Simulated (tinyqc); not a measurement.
Landau-Devonshire theory of a uniaxial ferroelectric. Changing the misfit strain u_m. Computed by tinyqc, a small Python program. Command: `OMP_NUM_THREADS=1 python tinyqc.py 3031430 3031431 out.jsonl ferro sweep`. One thread of a shared host (Intel(R) Xeon(R) Processor @ 2.30GHz), about 0.01 s of CPU time with the checks.

G(P) = (alpha/2) P^2 + (beta*/4) P^4 + (gamma/6) P^6 - E P per volume, SI units, one domain, P along the polar axis, which is normal to the film.

Inputs (values chosen for the exercise, for a model ferroelectric):
```
quantity,value,unit
alpha_0,1.08e+06,J m/(C^2 K)
Curie-Weiss temperature T0,510,K
beta,3.08e+09,J m^5/C^4
gamma,2.75e+10,J m^9/C^6
temperature T,453,K
electrostriction Q12,-0.042,m^4/C^2
compliance s11 + s12,4.5e-12,m^2/N
```

Sample: epitaxial film.

Constants: eps_0 = 8.8541878128e-12 F/m.

Method:
- alpha = alpha_0 (T - T0*), with clamping: T0* = T0 + 4 Q12 u_m/(alpha_0 (s11 + s12)), beta* = beta + 4 Q12^2/(s11 + s12).
- Ps^2 = [-beta* + sqrt(beta*^2 - 4 alpha gamma)]/(2 gamma).
- chi = 1/(eps_0 G''), G'' = alpha + 3 beta* P^2 + 5 gamma P^4 at Ps. Ps, chi and the coercive field are for perfect screening, without a depolarising field. The intrinsic coercive field is |alpha P + beta* P^3 + gamma P^5| at the P_c where G'' = 0. 1 C/m^2 = 100 microcoulomb/cm^2.

One run for each value:
```
misfit strain u_m,T0* (K),spontaneous polarisation Ps (microcoulomb/cm^2),susceptibility chi,intrinsic coercive field (MV/m)
-0.024,1339.6,34.690,41.65,147.06
-0.020,1201.4,32.653,50.38,115.71
-0.016,1063.1,30.306,63.39,86.53
-0.012,924.8,27.516,84.64,59.89
-0.008,786.5,24.034,124.94,36.30
-0.004,648.3,19.285,226.85,16.63
0.000,510.0,11.110,858.87,2.69
```

Describe and explain the trends.

Over the rows, T0* (K) falls from 1340 to 510; spontaneous polarisation Ps (microcoulomb/cm^2) falls from 34.7 to 11.1; susceptibility chi rises from 41.7 to 859. T0* moves linearly, by 346 K for each per cent of compression, since Q12 < 0. Under tension P would turn into the plane, which this one-component model cannot show. Left out: 0.00400 (T lies above T0*).

Caution (rows -0.0240, -0.0200, -0.0160): the strain shifts T0 by more than 500 K here, which is beyond the range where constant coefficients hold. Caution (rows -0.0240, -0.0200, -0.0160, -0.0120): far below T0* the expansion with linear alpha(T) is only a fit.
